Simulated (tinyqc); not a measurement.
Carrier lifetime of a p-type layer with SRH, radiative, Auger and surface recombination: two steps of the calculation.

Uniform excess density dn = dp (no trapping), n = n0 + dn, p = p0 + dn, Boltzmann statistics, full ionisation. Surfaces enter as a rate 2 S dn/d, which holds while diffusion to them is fast.

Inputs (values chosen for the exercise); band and dielectric values close to those of In0.53Ga0.47As:
- T = 300 K (temperature)
- Eg = 0.738 eV (band gap)
- Nc = 2.11e17 cm^-3 (conduction-band density of states at T)
- Nv = 7.61e18 cm^-3 (valence-band density of states at T)
- B = 1.01e-10 cm^3/s (radiative coefficient)
- N = 7.6e15 cm^-3 (acceptor density)
- Cn = 1.8e-29 cm^6/s (Auger coefficient (two electrons))
- Cp = 6.8e-30 cm^6/s (Auger coefficient (two holes))
- Nt = 1.1e12 cm^-3 (trap density)
- sn = 5e-16 cm^2 (capture cross-section for electrons)
- sp = 1e-14 cm^2 (capture cross-section for holes)
- vth = 1.4e7 cm/s (thermal velocity (both carriers))
- Et = 0.61 eV (trap level below the conduction band)
- S = 0 cm/s (surface recombination velocity (both faces))
- d = 20 um (sample thickness)
- G = 4.5e21 cm^-3 s^-1 (generation rate)

Constants: q = 1.602176634e-19 C, kB = 1.380649e-23 J/K, Vt = kB T/q. Results are converted to the units shown.

Task 1. Equilibrium densities and SRH constants. ni = sqrt(Nc Nv) exp(-Eg/(2 Vt)), Eg in volts; majority density N/2 + sqrt(N^2/4 + ni^2), n0 p0 = ni^2; n1 = Nc exp(-Et/Vt), p1 = Nv exp((Et - Eg)/Vt); tn0 = 1/(sn vth Nt), tp0 = 1/(sp vth Nt).

Find: ni; n0; p0; n1; p1; tn0; tp0.

Result 1.

ni = 8.015e11 cm^-3
n0 = 8.453e7 cm^-3
p0 = 7.600e15 cm^-3
n1 = 1.193e7 cm^-3
p1 = 5.384e16 cm^-3
tn0 = 1.299e-4 s
tp0 = 6.494e-6 s

Task 2. New dn. With e = n p - ni^2 = dn (n0 + p0 + dn): U_SRH = e/(tp0 (n + n1) + tn0 (p + p1)), U_rad = B e, U_Aug = (Cn n + Cp p) e, U_s = 2 S dn/d. Substitution: tau = dn/U with U the sum, dn(new) = G tau.

dn at the start = 2e14 cm^-3
n0 = 8.4527725e7 cm^-3
p0 = 7.6000001e15 cm^-3
n1 = 1.1932556e7 cm^-3
p1 = 5.3836807e16 cm^-3
tn0 = 1.2987013e-4 s
tp0 = 6.4935065e-6 s

Wanted: U_SRH; U_rad; U_Aug; U_s; tau; dn after iteration 1.

Result 2.

U_SRH = 1.9485e17 cm^-3 s^-1
U_rad = 1.5756e20 cm^-3 s^-1
U_Aug = 8.8358e16 cm^-3 s^-1
U_s = 0 cm^-3 s^-1
tau = 1.2671e-6 s
dn after iteration 1 = 5.7019e15 cm^-3

Computed by the program tinyqc: `OMP_NUM_THREADS=1 python tinyqc.py 2300121 2300122 out.jsonl`, one thread of a shared Intel Xeon 2.30GHz, about 0.01 s for the whole run.
